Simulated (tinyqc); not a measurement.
Single-electron transistor, orthodox theory and master equation: one step of the calculation.

A metal island with n extra electrons joins the left lead (voltage V) and the right lead (0 V) by tunnel junctions and couples to a gate. Cs = CL + CR + Cg. Adding electron n + 1 costs mu(n) = [q (n + 1/2) - CL V - Cg Vg]/Cs (in volts); the Fermi levels are -V (left) and 0 (right). A jump that gains the energy W has the rate G(W) = (W/q)/(R [1 - exp(-W/Vt)]), W in volts, Vt = kB T/q. Sequential tunnelling only; I > 0 flows from left to right.

Problem. Tunnelling rates. Onto the island: from the left W = -V - mu(n), from the right W = -mu(n); off the island (n + 1 to n): to the left W = mu(n) + V, to the right W = mu(n).

Parameters, values chosen for the exercise:
- RL = 74 kohm (resistance of the left junction)
- RR = 3700 kohm (resistance of the right junction)
- T = 0.38 K (temperature)
- V = 0.32 mV (bias of the left lead)

Constants: q = 1.602176634e-19 C, kB = 1.380649e-23 J/K, Vt = kB T/q. Results are converted to the units shown.

mu(n), n to n + 1, n -1 to 1 (mV): [-0.73949951, -0.27102681, 0.19744589]

Wanted: on from left; on from right; off to left; off to right.

Solution.

```
"n to n + 1, n",on from left (1/ns),on from right (1/ns),off to left (1/ns),off to right (1/ns)
-1,35.38,1.247,9.664e-5,1.942e-10
0,1.193,0.4573,5.324,1.163e-4
1,5.988e-6,8.034e-4,43.64,0.3339
```

Range of the model: Cotunnelling, which dominates deep in the blockade, is left out. A junction resistance within a factor of four of h/q^2 = 25.8 kohm strains the orthodox theory.

Computed by the program tinyqc: `OMP_NUM_THREADS=1 python tinyqc.py 2780123 2780124 out.jsonl`, one thread of a shared Intel Xeon 2.30GHz, about 0.01 s for the whole run.
